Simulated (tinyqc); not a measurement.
Landau levels of a parabolic two-dimensional band, step by step. Values are carried at full precision from step to step, so a last printed digit may differ when a step is redone from the rounded ones.

In a field B along z: l = 1/sqrt((e/hbar) B) is the magnetic length, n_B = B/(h/e) the number of states per area in one level, hbar wc = 2 muB B/m for mass m in m0; 1/angstrom^2 = 1e16/cm^2.

Constants: e/hbar = 1.519267448e-05 1/(T angstrom^2); h/e = 413566.7697 T angstrom^2; hbar^2/2m0 = 3.80998211 eV angstrom^2; muB = 5.788381798e-05 eV/T; e^2/h = 3.874045865e-05 S.

Values chosen for the exercise (near those of a two-dimensional electron gas in InGaAs; shifted at random, so the results belong to these values and not to a real crystal): B = 10.3 T (magnetic field); n = 9.5 x 1e11/cm^2 (electron sheet density); m = 0.0435 m0 (mass); gs = -4.61 (g factor); gv = 1 (valleys).

## Scales set by the field

Give l, n_B and the filling factor nu = n/n_B.

l = 79.94 angstrom
n_B = 2.4905 x 1e11/cm^2
nu = 3.814

## The lowest levels

E(N, s) = (N + 1/2) hbar wc + s gs muB B with s = +/-1/2.

List the eight lowest, in meV, with the gap to the next.

Levels:
```
label  E (meV)  gap above (meV)
0+      12.332            2.748
0-      15.080           24.663
1+      39.743            2.748
1-      42.492           24.663
2+      67.155            2.748
2-      69.903           24.663
3+      94.567            2.748
3-      97.315           24.663
```

The largest of these gaps, 24.66 meV, first occurs above level 0- and is kB T at 286 K.

## Where EF lies

Each listed level takes n_B electrons. At zero temperature and without broadening EF sits in the partly filled level.

Fill the listed levels in order up to nu; give the partly filled level, its energy and its filled share.

level: 1-

EF = 42.492 meV
filled share = 0.814

## Fields of the Hall plateaus

A plateau is centred where nu = n/n_B equals 1, 2, 3, 4, 5, 6; there rho_xy = h/(nu e^2).

Plateaus:
```
nu   B (T)  1/B (1/T)  rho_xy (kohm)
1   39.289     0.0255        25.8128
2   19.644     0.0509        12.9064
3   13.096     0.0764         8.6043
4    9.822     0.1018         6.4532
5    7.858     0.1273         5.1626
6    6.548     0.1527         4.3021
```

These counts hold wherever the levels are resolved.

## Checks

- Level spacing from finite differences in the Landau gauge against hbar wc, meV: 27.39 against 27.41.

Computed by tinyqc, a small Python program: `OMP_NUM_THREADS=1 python tinyqc.py 1281081 1281082 out.jsonl` (the numbers bound the seed that draws the inputs); one thread of a shared host (Intel(R) Xeon(R) Processor @ 2.30GHz), about 0.01 s for the whole set of steps.
